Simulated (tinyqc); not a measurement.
# Van der Pauw, Hall and four-point-probe measurements on a doped layer, step by step

Numbers from tinyqc (`OMP_NUM_THREADS=1 python tinyqc.py 2850162 2850163 out.jsonl`; about 0.04 s on one thread of a shared Intel Xeon 2.30GHz). Printed values are rounded.

A uniform n-type layer with sheet resistance Rs = 1/(q ns mu), point contacts, low field (mu B small).

Parameters, values chosen for the exercise:
- ns = 9.4e14 cm^-2 (sheet density of the layer)
- mu = 190 cm^2/(V s) (drift mobility)
- rH = 1.1 (Hall factor)
- B = 0.3 T (magnetic field)
- I = 10 uA (current)
- ar = 1.01 (side ratio a/b of a rectangular sample with corner contacts)
- t = 460 nm (thickness of the layer)

Constants: q = 1.602176634e-19 C. Results are converted to the units shown.

## Resistances and Hall voltage

Rs = 1/(q ns mu). For a rectangle with contacts at the corners, RA = (8 Rs/pi) sum_(k>=0) ln coth((2k + 1) pi a/(2 b)) with current along a short side b and voltage along the opposite one, RB the same with a and b exchanged; Hall voltage VH = rH B I/(q ns), negative for electrons.

Rs = 34.94686 ohm/square
RA = 7.470920 ohm
RB = 7.955398 ohm
VH = -0.002191168 mV

RB/RA = 1.06; for a square both equal Rs ln 2/pi = 7.71 ohm.

## Starting value

z = 2 ln 2/(pi (RA + RB)), exact for RA = RB.

z at the start = 28.60509 mS

## Iteration 1: new z

The van der Pauw equation exp(-pi RA z) + exp(-pi RB z) = 1 is solved for z = 1/Rs: e1 = exp(-pi RA z), e2 = exp(-pi RB z), f = e1 + e2 - 1, f' = -pi (RA e1 + RB e2), z(new) = z - f/f'.

e1 = 0.5110038
e2 = 0.4892332
f = 2.369526e-4
f' = -0.02422078 kohm
z after iteration 1 = 28.61487 mS

## Iteration 2: new z

As before.

e1 = 0.5108865
e2 = 0.4891135
f = 2.809210e-8
f' = -0.02421503 kohm
z after iteration 2 = 28.61487 mS

## Course of the iteration

Stop when the step is below 1e-10 mS, or after 40 iterations.

Course of the iteration:
```
iteration  z before the step (mS)  step (mS)
1                        28.60509    9.78e-3
2                        28.61487    1.16e-6
3                        28.61487   1.78e-14
```

Converged in 3 iterations.

## Sheet density, mobility and bulk values

converged z = 28.61487 mS

Rs = 1/z; Hall sheet density B I/(q |VH|); Hall mobility |VH|/(Rs B I); true values ns = rH times the Hall density, mu = Hall mobility/rH; bulk density ns/t, resistivity Rs t; correction factor F = Rs/[(pi/ln 2)(RA + RB)/2].

Rs = 34.94686 ohm/square
Hall sheet density = 8.545455e14 cm^-2
Hall mobility = 209 cm^2/(V s)
ns = 9.4e14 cm^-2
mu = 190 cm^2/(V s)
bulk density = 2.043478e19 cm^-3
resistivity = 0.001607556 ohm cm
F = 0.9996581

F is within 0.1 % of 1 for so nearly symmetric a sample.
